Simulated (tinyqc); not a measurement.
# Short-channel transistor, virtual-source model with series resistance: several studies

The current per gate width is the charge at the top of the source barrier (the virtual source) times its velocity times a saturation function; al and be are fitting constants of the model. Units: I in uA/um, Rs in ohm um, so I Rs = 1e-6 I Rs in volts; Q in uC/cm^2, so I = 1e-4 Q vx0 Fsat with vx0 in cm/s.

Inputs (values chosen for the exercise): temperature T = 300 K; inversion capacitance Cinv = 3.64 uF/cm^2; velocity at the virtual source vx0 = 9.56e6 cm/s; apparent mobility mu = 420 cm^2/(V s); channel length L = 12 nm; threshold at zero drain voltage VT0 = 0.297 V; drain-induced barrier lowering dl = 0.036 V/V; subthreshold factor n0 = 1.22; growth of n with drain voltage nd = 0 1/V; threshold shift (in units of Vt) from weak to strong inversion al = 3.5; sharpness of saturation be = 1.8; series resistance of each contact Rs = 90 ohm um.

Constants: q = 1.602176634e-19 C, kB = 1.380649e-23 J/K, Vt = kB T/q. Results are converted to the units shown.

Each table varies one quantity; the others keep the values above.

## Effect of the apparent mobility on the on and off currents

Intrinsic voltages Vg' = Vgs - I Rs, Vd' = Vds - 2 I Rs. n = n0 + nd Vd', VT = VT0 - dl Vd', Ff = 1/(1 + exp((Vg' - VT + al Vt/2)/(al Vt))), Q = Cinv n Vt ln(1 + exp((Vg' - VT + al Vt Ff)/(n Vt))), Vdsat = (vx0 L/mu)(1 - Ff) + Vt Ff, Fsat = u/(1 + u^be)^(1/be) with u = Vd'/Vdsat, and I = Q vx0 Fsat per width. I is solved self-consistently. Ion is I at Vgs = Vds = 1.2 V, Ioff at Vgs = 0, Vds = 1.2 V, and Rlin = Vds/I at Vgs = 1.2 V, Vds = 0.05 V.

Results:

| mu (cm^2/(V s)) | Ion (uA/um) | Ioff (nA/um) | log10(Ion/Ioff) | Rlin (ohm um) |
|---|---|---|---|---|
| 50 | 2358 | 474.6 | 3.696 | 254.7 |
| 140 | 2447 | 475.0 | 3.712 | 206.9 |
| 240 | 2458 | 475.0 | 3.714 | 195.7 |
| 410 | 2462 | 475.1 | 3.715 | 189.2 |
| 700 | 2464 | 475.1 | 3.715 | 185.4 |
| 1200 | 2465 | 475.1 | 3.715 | 183.2 |
| 2000 | 2465 | 475.1 | 3.715 | 181.9 |

Estimate the missing row, mu = 85 cm^2/(V s).

Computed row:

| mu (cm^2/(V s)) | Ion (uA/um) | Ioff (nA/um) | log10(Ion/Ioff) | Rlin (ohm um) |
|---|---|---|---|---|
| 85 | 2421 | 474.9 | 3.707 | 224.1 |

With this row back in the table: As mu goes from 50 to 2000 cm^2/(V s), Ion rises from 2360 to 2460 uA/um, Ioff stays near 475 nA/um and Rlin falls from 255 to 182 ohm um. Ion changes by a factor of 1.05 and Ioff by 1.00. Below threshold Vdsat is near Vt, so L and mu hardly reach the off current.

## Effect of the drain-induced barrier lowering on the on and off currents

Same model as above.

Effect of the drain-induced barrier lowering on the on and off currents:

| dl (V/V) | Ion (uA/um) | Ioff (nA/um) | log10(Ion/Ioff) | Rlin (ohm um) |
|---|---|---|---|---|
| 0 | 2390 | 132.9 | 4.255 | 189.0 |
| 0.04 | 2470 | 545.8 | 3.656 | 189.0 |
| 0.08 | 2547 | 2102 | 3.084 | 189.0 |
| 0.12 | 2621 | 7329 | 2.553 | 189.0 |
| 0.16 | 2693 | 2.205e4 | 2.087 | 189.0 |
| 0.2 | 2762 | 5.440e4 | 1.706 | 189.0 |
| 0.24 | 2829 | 1.082e5 | 1.417 | 189.0 |
| 0.28 | 2893 | 1.795e5 | 1.207 | 189.0 |

As dl goes from 0 to 0.28 V/V, Ion rises from 2390 to 2890 uA/um, Ioff rises from 133 to 1.79e5 nA/um and Rlin stays near 189 ohm um. Ion changes by a factor of 1.21 and Ioff by 1350. The off current depends on it through an exponential, the on current about linearly. For dl = 0.08 to 0.28 V/V the off current passes 1 uA/um, so the device is hardly off at Vgs = 0.

## Effect of the threshold at zero drain voltage on the on and off currents

Same model as above.

Results:

| VT0 (V) | Ion (uA/um) | Ioff (nA/um) | log10(Ion/Ioff) | Rlin (ohm um) |
|---|---|---|---|---|
| 0.15 | 2844 | 2.144e4 | 2.123 | 187.7 |
| 0.2 | 2715 | 6686 | 2.609 | 188.1 |
| 0.25 | 2585 | 1794 | 3.159 | 188.5 |
| 0.3 | 2455 | 435.4 | 3.751 | 189.0 |
| 0.35 | 2325 | 99.00 | 4.371 | 189.6 |
| 0.4 | 2195 | 21.59 | 5.007 | 190.2 |
| 0.5 | 1935 | 0.9615 | 6.304 | 191.7 |

Estimate the missing row, VT0 = 0.45 V.

Computed row:

| VT0 (V) | Ion (uA/um) | Ioff (nA/um) | log10(Ion/Ioff) | Rlin (ohm um) |
|---|---|---|---|---|
| 0.45 | 2065 | 4.592 | 5.653 | 190.9 |

With this row back in the table: As VT0 goes from 0.15 to 0.5 V, Ion falls from 2840 to 1930 uA/um, Ioff falls from 21400 to 0.962 nA/um and Rlin rises from 188 to 192 ohm um. Ion changes by a factor of 0.680 and Ioff by 4.48e-5. The off current depends on it through an exponential, the on current about linearly. For VT0 = 0.15 to 0.25 V the off current passes 1 uA/um, so the device is hardly off at Vgs = 0.

Computed by the program tinyqc: `OMP_NUM_THREADS=1 python tinyqc.py 2380005 2380006 out.jsonl`, one thread of a shared Intel Xeon 2.30GHz, about 0.01 s for the whole run.
